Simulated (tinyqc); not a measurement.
Which stress helps holes along [110]: six-band Luttinger-Kohn model with strain.

Six-band Luttinger-Kohn model in the basis |3/2,3/2>, |3/2,1/2>, |3/2,-1/2>, |3/2,-3/2>, |1/2,1/2>, |1/2,-1/2>, electron energies, zero at the top of the unstrained valence band. H = -[rows: (P+Q, -S, R, 0, -S/r2, r2 R); (-S*, P-Q, 0, R, -r2 Q, r32 S); (R*, 0, P-Q, S, r32 S*, r2 Q); (0, R*, S*, P+Q, -r2 R*, -S*/r2); (-S*/r2, -r2 Q, r32 S, -r2 R, P+Dso, 0); (r2 R*, r32 S*, r2 Q, -S/r2, 0, P+Dso)], r2 = sqrt(2), r32 = sqrt(3/2). Levels are twofold.

P = c g1 k^2 - av tr(e); Q = c g2 (kx^2 + ky^2 - 2 kz^2) - (b/2)(exx + eyy - 2 ezz); R = c sqrt3 [-g2 (kx^2 - ky^2) + 2i g3 kx ky] + (sqrt3/2) b (exx - eyy) - i d exy; S = 2 c sqrt3 g3 (kx - i ky) kz - d (exz - i eyz); c = hbar^2/2m0, e the strain tensor (not engineering shear).

s11 = (C11 + C12)/((C11 - C12)(C11 + 2 C12)), s12 = -C12/((C11 - C12)(C11 + 2 C12)), s44 = 1/C44; exx = s11 sxx + s12 (syy + szz) and cyclic, exy = s44 sxy/2; tension is positive. A uniaxial stress X along the unit vector n is s_ij = X n_i n_j.

Constants: hbar^2/2m0 = 3.80998211 eV angstrom^2.

Parameters, chosen for this exercise (near those of Si; not measured data): Dso = 0.044 eV (spin-orbit splitting); g1 = 4.29 (Luttinger gamma1); g2 = 0.34 (gamma2); g3 = 1.45 (gamma3); av = 2.44 eV (valence hydrostatic potential); b = -2.1 eV (tetragonal shear potential); d = -4.77 eV (trigonal shear potential); C11 = 165.8 GPa; C12 = 64.4 GPa; C44 = 79.1 GPa; X1 = 1.8 GPa (size of the stress).

Each load has size X1 (biaxial: sxx = syy); masses are curvatures of the top pair at k = 0.

Results:
```
load                         splitting (meV)  top edge (meV)  m [110]  m [001]
uniaxial [110], compression             86.9            39.8    0.114    0.275
uniaxial [110], tension                 26.0            48.5    0.400    0.201
uniaxial [100], compression            100.5            48.3    0.217    0.275
uniaxial [100], tension                 25.1            52.2    0.243    0.216
uniaxial [111], compression             83.2            36.9    0.142    0.233
uniaxial [111], tension                 24.2            46.2    0.352    0.233
biaxial (001), compression              25.1             7.5    0.216    0.277
biaxial (001), tension                 100.5            93.0    0.275    0.179
```

The lightest mass along [110] (0.114) comes with uniaxial [110], compression. The largest splitting (100.5 meV) comes with uniaxial [100], compression; biaxial (001), tension. The heaviest mass along [001] (0.277), which lowers the confinement energy in a (001) channel, comes with biaxial (001), compression. The splitting per GPa follows b (s11 - s12) for loads along cube axes and d s44 for [111]: here 2 |b| (s11 - s12) = 41.4 and |d| s44/sqrt3 = 34.8 meV per GPa in the limit of large Dso; where the splitting nears Dso, mixing with the split-off band makes it depend on the sign of the load.

tinyqc: `OMP_NUM_THREADS=1 python tinyqc.py 1050539 1050540 out.jsonl`; about 0.1 s, one thread, shared Intel(R) Xeon(R) Processor @ 2.30GHz.
